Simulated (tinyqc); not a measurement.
Hole doping of the spin-split valence bands: two-band massive Dirac model of the K valleys.

Basis (conduction, valence): H = [[D/2, a t (tau kx - i ky)], [a t (tau kx + i ky), -D/2 + lam tau sz]], valley tau = +/-1, spin sz = +/-1. The gap of a spin and valley is G = D - lam tau sz. Berry curvature Omega = curl of i<u|grad u>; for the conduction band Omega_c = -tau 2 a^2 t^2 G/(G^2 + 4 a^2 t^2 k^2)^(3/2), and Omega_v = -Omega_c.

Parameters, chosen for this exercise (near those used for monolayer WSe2; not measured data):
```
symbol  value  unit      meaning
a       3.308  angstrom  lattice constant
D       1.61   eV        gap parameter
t       1.22   eV        effective hopping
lam     0.219  eV        half the valence spin splitting
```

The Fermi level lies E below the top of the valence band. kF for the upper and lower band of valley +1 from the two-band energy; each flavour holds kF^2/(4 pi) holes per area and both valleys count. Spin polarisation within one valley; Berry flux removed from valley +1, the sum of (1 - cos(theta_F))/2 with cos(theta_F) = G/sqrt(G^2 + 4 a^2 t^2 kF^2), in units of 2 pi.

Holes:
```
E (meV)  kF upper (1/angstrom)  kF lower  p (1e12/cm^2)  spin polarisation in a valley  flux/2 pi
54.8                    0.0697    0.0000           7.73                          1.000     0.0365
109.5                   0.1004    0.0000          16.06                          1.000     0.0680
219.0                   0.1471    0.0000          34.45                          1.000     0.1197
328.5                   0.1862    0.0000          55.20                          1.000     0.1604
416.1                   0.2149    0.0000          73.48                          1.000     0.1872
657.0                   0.2874    0.1659         175.31                          0.500     0.3395
876.0                   0.3492    0.2469         291.08                          0.333     0.4406
```

Give the missing row, E (meV) = 481.8.

Computed row:
```
E (meV)  kF upper (1/angstrom)  kF lower  p (1e12/cm^2)  spin polarisation in a valley  flux/2 pi
481.8                   0.2354    0.0710          96.19                          0.833     0.2275
```

Up to E = 2 lam = 438 meV, a density of 78.3e12/cm^2, only the upper band of this model is emptied and each valley is fully spin-polarised, oppositely in the two. Beyond it the polarisation falls, to 0.33 in the last row. The flux, times e^2/h, is in size the change of the Hall conductivity of one valley; the other valley cancels it in the charge current. Rows with kF above about 0.2 1/angstrom lie beyond the range of the model, and in real layers the valley at Gamma, close below in MoS2 and WS2, can take holes as well.

Program tinyqc; command `OMP_NUM_THREADS=1 python tinyqc.py 1481455 1481456 out.jsonl`; about 0.01 s on one thread of a shared Intel(R) Xeon(R) Processor @ 2.30GHz.
